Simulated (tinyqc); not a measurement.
Worked calculation: empirical pseudopotential in a few plane waves. Computed by tinyqc, a small Python program that keeps every step. Settings: plane-wave index or count = 15. Command: `OMP_NUM_THREADS=1 python tinyqc.py 26365 26366 out.jsonl` (the two numbers bound the seeds that draw the settings). One thread of a shared host (Intel(R) Xeon(R) Processor @ 2.60GHz), about 0.2 s of CPU time with the checks.

## Bloch Hamiltonian at G

Parameters chosen for this model: fcc lattice, atoms at +/- a/8 (1,1,1); form factors in rydberg at |G|^2 in units of (2 pi/a)^2:
```
parameter                 value      unit
a                      5.590000  angstrom
VS(3)                 -0.208000        Ry
VS(8)                  0.015000        Ry
VS(11)                 0.057000        Ry
VA(3)                         0        Ry
VA(4)                         0        Ry
VA(11)                        0        Ry
hbar^2/2m (2 pi/a)^2   4.813479        eV
```

k point G (2 pi / a): [0, 0, 0]

Basis: the 15 shortest G (labels in 2 pi/a), the same at every k. H(G,G') = c |k + G|^2 delta + VS(|G-G'|^2) cos((G-G').tau) + i VA sin((G-G').tau), tau = a/8 (1,1,1); 1 Ry = 13.605693 eV.

H(k) at G (eV):
```
           +0+0+0     -1-1-1     -1-1+1     -1+1-1     -1+1+1     +1-1-1     +1-1+1     +1+1-1
+0+0+0   0.000000   2.001101  -2.001101  -2.001101  -2.001101  -2.001101  -2.001101  -2.001101
-1-1-1   2.001101  14.440436   0.000000   0.000000  -0.204085   0.000000  -0.204085  -0.204085
-1-1+1  -2.001101   0.000000  14.440436   0.204085   0.000000   0.204085   0.000000   0.000000
-1+1-1  -2.001101   0.000000   0.204085  14.440436   0.000000   0.204085   0.000000   0.000000
-1+1+1  -2.001101  -0.204085   0.000000   0.000000  14.440436   0.000000   0.204085   0.204085
+1-1-1  -2.001101   0.000000   0.204085   0.204085   0.000000  14.440436   0.000000   0.000000
+1-1+1  -2.001101  -0.204085   0.000000   0.000000   0.204085   0.000000  14.440436   0.204085
+1+1-1  -2.001101  -0.204085   0.000000   0.000000   0.204085   0.000000   0.204085  14.440436
+1+1+1   2.001101   0.000000  -0.204085  -0.204085   0.000000  -0.204085   0.000000   0.000000
-2+0+0   0.000000  -2.001101  -2.001101  -2.001101   2.001101   0.548379  -0.548379  -0.548379
+0-2+0   0.000000  -2.001101  -2.001101   0.548379  -0.548379  -2.001101   2.001101  -0.548379
+0+0-2   0.000000  -2.001101   0.548379  -2.001101  -0.548379  -2.001101  -0.548379   2.001101
+0+0+2   0.000000  -0.548379   2.001101  -0.548379  -2.001101  -0.548379  -2.001101   0.548379
+0+2+0   0.000000  -0.548379  -0.548379   2.001101  -2.001101  -0.548379   0.548379  -2.001101
+2+0+0   0.000000  -0.548379  -0.548379  -0.548379   0.548379   2.001101  -2.001101  -2.001101

           +1+1+1     -2+0+0     +0-2+0     +0+0-2     +0+0+2     +0+2+0     +2+0+0
+0+0+0   2.001101   0.000000   0.000000   0.000000   0.000000   0.000000   0.000000
-1-1-1   0.000000  -2.001101  -2.001101  -2.001101  -0.548379  -0.548379  -0.548379
-1-1+1  -0.204085  -2.001101  -2.001101   0.548379   2.001101  -0.548379  -0.548379
-1+1-1  -0.204085  -2.001101   0.548379  -2.001101  -0.548379   2.001101  -0.548379
-1+1+1   0.000000   2.001101  -0.548379  -0.548379  -2.001101  -2.001101   0.548379
+1-1-1  -0.204085   0.548379  -2.001101  -2.001101  -0.548379  -0.548379   2.001101
+1-1+1   0.000000  -0.548379   2.001101  -0.548379  -2.001101   0.548379  -2.001101
+1+1-1   0.000000  -0.548379  -0.548379   2.001101   0.548379  -2.001101  -2.001101
+1+1+1  14.440436  -0.548379  -0.548379  -0.548379  -2.001101  -2.001101  -2.001101
-2+0+0  -0.548379  19.253914   0.204085   0.204085  -0.204085  -0.204085   0.000000
+0-2+0  -0.548379   0.204085  19.253914   0.204085  -0.204085   0.000000  -0.204085
+0+0-2  -0.548379   0.204085   0.204085  19.253914   0.000000  -0.204085  -0.204085
+0+0+2  -2.001101  -0.204085  -0.204085   0.000000  19.253914   0.204085   0.204085
+0+2+0  -2.001101  -0.204085   0.000000  -0.204085   0.204085  19.253914   0.204085
+2+0+0  -2.001101   0.000000  -0.204085  -0.204085   0.204085   0.204085  19.253914
```

## Levels at G

Diagonalise the Hermitian matrix.

eigenvalues (eV): [-1.890720, 11.062407, 11.062407, 11.062407, 11.938413, 14.236350, 14.236350, 14.236350, 16.943412, 18.845744, 18.845744, 22.427858, 22.427858, 22.427858, 23.184535]

## Bands along a path

The same steps at evenly spaced points between the labelled ones.

Bands along the path (eV), lowest eight:
```
k            band 1     band 2     band 3     band 4     band 5     band 6     band 7     band 8
L          0.533391   3.506916  10.035537  10.035537  11.652190  15.055994  15.055994  17.794253
L-G 0.25  -0.235473   4.602153  10.081264  10.081264  11.769473  15.054916  15.054916  18.073369
L-G 0.50  -1.115144   6.588905  10.370228  10.370228  12.205384  15.137504  15.137504  17.093901
L-G 0.75  -1.693132   8.969460  10.805264  10.805264  12.753983  14.652872  14.652872  14.867654
G         -1.890720  11.062407  11.062407  11.062407  11.938413  14.236350  14.236350  14.236350
G-X 0.25  -1.626477   8.959313  10.337329  10.337329  13.266365  13.961489  15.361718  15.361718
G-X 0.50  -0.840549   6.623270   9.319575   9.319575  12.146927  13.805231  17.542063  17.542063
G-X 0.75   0.444580   4.441700   8.678977   8.678977  11.602330  12.268316  20.055626  20.055626
X          2.184675   2.494977   8.548810   8.548810  11.415248  11.761319  22.818713  22.818713
```

With 4 band(s) filled, the highest filled level on these points lies at G and the lowest empty one at X: a gap of 0.3528 eV, indirect. This holds for the small fixed basis; with all plane waves up to |k + G|^2 = 21 (2 pi/a)^2 the gap along the path is 0.31 eV.

## Convergence with the number of plane waves

Levels at G counted from the fourth one.

Levels (eV):
```
plane waves     level 1   level 5   level 8
9            -16.127070         0  0.816342
15           -12.953126  0.876006  3.173944
27           -12.450059  1.379097  3.044239
51           -12.460801  1.504046  3.167096
59           -12.475725  1.523358  3.045996
65           -12.484163  1.523358  3.024771
89           -12.466831  1.513760  3.040131
```
